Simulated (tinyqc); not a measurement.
Mean-field antiferromagnet of the Hubbard model on the simple cubic lattice, step by step. Values are carried at full precision from step to step, so a last printed digit may differ when a step is redone from the rounded ones.

e(k) = -2 t (cx + cy + cz) - 4 t2 (cx cy + cy cz + cz cx), ci = cos ki; one electron a site; Q = (pi, pi, pi). <n_up - n_dn> = m cos(Q.R) gives Delta = U m/2 and bands E = e+ -/+ sqrt(e-^2 + Delta^2), e+- = (e(k) +- e(k + Q))/2 (the constant U/2 is dropped). Means run over the mesh k_i = 2 pi (j + 1/2)/N of the whole zone: mu from mean(f(E-) + f(E+)) = 1; m(out) = mean of Delta (f(E-) - f(E+))/sqrt(e-^2 + Delta^2); free energy per site F = -kT mean[ln(1 + exp(-(E- - mu)/kT)) + ln(1 + exp(-(E+ - mu)/kT))] + mu + U m^2/4.

Constants: kB = 8.617333262e-05 eV/K.

Parameters, chosen for this exercise: t = 0.4 eV (nearest hopping); t2 = 0 eV (second hopping); N = 4 (mesh); U = 4.64 eV (on-site repulsion); m0 = 0.77 (starting staggered moment); T = 600 K.

## Folded levels on the mesh

Collect the points with equal |e-| and e+.

Classes of points:
```
|e-| (eV)  e+ (eV)  points
0.56569    0.00000      48
1.69706    0.00000      16
```

## One mean-field step

From m = m0 form Delta, the two bands of each class and m(out).

Delta = 1.7864 eV

E-, E+ and Delta/sqrt(e-^2 + Delta^2) of each class:
```
|e-| (eV)  E- (eV)  E+ (eV)  Delta/sqrt(e-^2 + Delta^2)
0.5657     -1.8738   1.8738                      0.9533
1.6971     -2.4640   2.4640                      0.7250
```

m(out) = 0.8963

m(out) is above m0, so the next step starts from a larger moment.

## Self-consistency

Repeat with m = m(out) until |m(out) - m| < 1e-8; F(0) is the free energy at m = 0.

Iterations:
```
step         m  Delta (eV)    m(out)     F (eV)
1     0.770000     1.78640  0.896259  -1.333602
2     0.896259     2.07932  0.917378  -1.355354
3     0.917378     2.12832  0.920302  -1.355943
4     0.920302     2.13510  0.920695  -1.355955
5     0.920695     2.13601  0.920748  -1.355955
6     0.920748     2.13613  0.920755  -1.355955
7     0.920755     2.13615  0.920756  -1.355955
8     0.920756     2.13615  0.920756  -1.355955
9     0.920756     2.13615  0.920756  -1.355955
10    0.920756     2.13615  0.920756  -1.355955
```

m = 0.9208
Delta = 2.1362 eV
lowest E+ minus highest E- on the mesh = 4.4196 eV
F - F(0) = -507.43 meV

Converged in 10 steps. The ordered state lies 507.43 meV a site below the paramagnet and is an insulator on this mesh. A mesh of N = 16 gives m = 0.922 and F - F(0) = -549.8 meV.

## Checks

- Energy gain at U = 400 t against the exchange limit -z t^2/U a site (z neighbours), counted from -U/4 (eV): both -0.00600.

tinyqc: `OMP_NUM_THREADS=1 python tinyqc.py 1651278 1651279 out.jsonl`; about 0.09 s, one thread, shared Intel(R) Xeon(R) Processor @ 2.30GHz.
